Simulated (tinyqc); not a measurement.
## Capacitances against the relative permittivity between the lines

Endless row of lines of width wl, height tl and space sl between grounded planes at distance hd; e2 fills the gaps beside the lines, e1 the rest. Laplace's equation is solved on meshes of 3, 6 and 12 steps per unit u and extrapolated (Aitken), which is good to about 0.2 %. C_even (all lines at 1 V) is the capacitance Cg to the planes; C_odd (neighbours in antiphase) = Cg + 4 Cc if only nearest neighbours couple, which defines Cc; total with quiet neighbours Cg + 2 Cc. Plate values 2 eps0 e1 wl/hd and eps0 e2 tl/sl.

Parameters, values chosen for the exercise: relative permittivity above and below the lines e1 = 2.4; line width, in units u wl = 4 u; line height tl = 10 u; space between lines sl = 4 u; distance to each plane hd = 8 u.

Constants: eps0 = 8.8541878128e-12 F/m. Results are converted to the units shown.

The same in every row: plate Cg (aF/um) = 21.3.

Capacitances against the relative permittivity between the lines:
```
e2   Cg (aF/um)  Cc (aF/um)  Cg + 2 Cc (aF/um)  C_odd (aF/um)  plate Cc (aF/um)  share of coupling, 2 Cc/(Cg + 2 Cc) (%)
1          39.9        34.1                108            176              22.1                                     63.1
1.5        40.3        45.3                131            221              33.2                                     69.2
2          40.6        56.4                153            266              44.3                                     73.5
2.5        40.8        67.5                176            311              55.3                                     76.8
3          41.0        78.6                198            356              66.4                                     79.3
3.9        41.3        98.6                238            436              86.3                                     82.7
5          41.5         123                287            533               111                                     85.6
7          41.7         167                376            711               155                                     88.9
```

As e2 goes from 1 to 7, Cg rises from 39.9 to 41.7 aF/um, Cc rises from 34.1 to 167 aF/um and the share of coupling rises from 63.1 to 88.9 %. Cg is 1.88 times its plate value in the first row and 1.96 times in the last; for Cc the ratios are 1.54 and 1.08. Neighbours in antiphase raise the load by a factor of 1.63 and 1.89 over quiet ones. In every row the planes are farther than 0.8 of the pitch, so second neighbours couple too and Cg + 2 Cc understates the quiet load by a per cent or more.

tinyqc, about 0.6 s, one thread, Intel Xeon 2.30GHz (shared host): `OMP_NUM_THREADS=1 python tinyqc.py 2790206 2790207 out.jsonl`
